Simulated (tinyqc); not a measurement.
What sets the screening length: static screening by free carriers.

kF = (3 pi^2 n/Mv)^(1/3), EF = c kF^2/m with c = hbar^2/2m0, n in 1/angstrom^3 (1e-24 per 1/cm^3), e2 = e^2/(4 pi eps0). Thomas-Fermi: qTF^2 = 6 pi e2 n/(eps EF). Debye: qD^2 = 4 pi e2 n/(eps kB T).

F_j(eta) = (1/Gamma(j + 1)) integral_0^infinity x^j dx/(1 + exp(x - eta)), which tends to exp(eta) for eta << 0.

At finite T: qs^2 = qD^2 F_-1/2(eta)/F_1/2(eta), where n = Mv N F_1/2(eta) and N = 2 (m kB T/(4 pi c))^(3/2) with c = hbar^2/2m0, in 1/angstrom^3; times 1e24 for 1/cm^3.

Constants: hbar^2/2m0 = 3.80998211 eV angstrom^2; e^2/(4 pi eps0) = 14.39964547 eV angstrom; kB = 8.617333262e-05 eV/K.

Inputs chosen for the exercise (near those of Si; not measured data):
- n = 1.3e+18 1/cm^3 (carrier density)
- m = 0.3178 m0 (mass of one isotropic valley)
- Mv = 6 (valleys)
- eps = 11.6 (background dielectric constant)
- T = 300 K

All results formed anew.

Results for these values:

| case | Debye (angstrom) | Thomas-Fermi (angstrom) | finite T (angstrom) |
|---|---|---|---|
| base | 35.70 | 11.67 | 36.01 |

What happens to each result for Mv = 7, all else kept?

Answer: Debye does not change at the printed digits; Thomas-Fermi falls from 11.67 to 11.08; finite T falls from 36.01 to 35.96.

The same for each parameter in turn:

| case | Debye (angstrom) | Thomas-Fermi (angstrom) | finite T (angstrom) |
|---|---|---|---|
| base | 35.70 | 11.67 | 36.01 |
| n = 2.6e+18 1/cm^3 | 25.25 | 10.39 | 25.67 |
| m = 0.4131 m0 | 35.70 | 10.23 | 35.91 |
| eps = 13.92 | 39.11 | 12.78 | 39.44 |
| T = 360 K | 39.11 | 11.67 | 39.36 |
| Mv = 7 | 35.70 | 11.08 | 35.96 |

tinyqc: `OMP_NUM_THREADS=1 python tinyqc.py 1650109 1650110 out.jsonl`; about 0.01 s, one thread, shared Intel(R) Xeon(R) Processor @ 2.30GHz.
